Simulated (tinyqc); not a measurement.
Power iteration on a symmetric matrix, step by step. Computed by tinyqc, a small Python program that keeps every step. Settings: method = power, shift = -0.38. Command: `OMP_NUM_THREADS=1 python tinyqc.py 29785 29786 out.jsonl` (the two numbers bound the seeds that draw the settings). One thread of a shared host (Intel(R) Xeon(R) Processor @ 2.60GHz), about 0.01 s of CPU time with the checks.

## Step 1

A:
```
,1,2,3
1,0.1650,0.0600,-0.0050
2,0.0600,1.0830,-0.0660
3,-0.0050,-0.0660,1.6530
```

vector v at the start: 0.5774  0.5774  0.5774

shift = -0.3800

w = (A - shift) v; v' = w/|w| with its largest component positive (the first on a tie); lambda = v'^T A v'.

vector after step 1: 0.2384  0.5790  0.7797

Rayleigh quotient after step 1 = 1.3324

## Step 2

As before.

vector after step 2: 0.0918  0.4622  0.8820

Rayleigh quotient after step 2 = 1.4692

## Course of the iteration

Stop when the residual |A v - lambda v| is below 1e-9.

Steps:
```
step,lambda,residual
1,1.332435,3.72e-01
2,1.469188,2.83e-01
3,1.547159,2.31e-01
4,1.596731,1.82e-01
5,1.626119,1.37e-01
6,1.642459,1.01e-01
7,1.651196,7.35e-02
8,1.655770,5.30e-02
9,1.658137,3.80e-02
10,1.659355,2.73e-02
11,1.659980,1.95e-02
12,1.660300,1.40e-02
13,1.660464,9.98e-03
14,1.660548,7.14e-03
15,1.660591,5.11e-03
16,1.660613,3.65e-03
17,1.660624,2.61e-03
18,1.660629,1.87e-03
19,1.660632,1.34e-03
20,1.660634,9.55e-04
21,1.660635,6.83e-04
22,1.660635,4.88e-04
23,1.660635,3.49e-04
24,1.660635,2.50e-04
25,1.660635,1.79e-04
26,1.660635,1.28e-04
27,1.660635,9.13e-05
28,1.660635,6.53e-05
29,1.660635,4.67e-05
30,1.660635,3.34e-05
```

all eigenvalues, for comparison: 0.1611  1.0793  1.6606

Not converged in 30 steps: the residual falls only by the ratio of the two largest distances of eigenvalues from the shift, 0.72 a step.
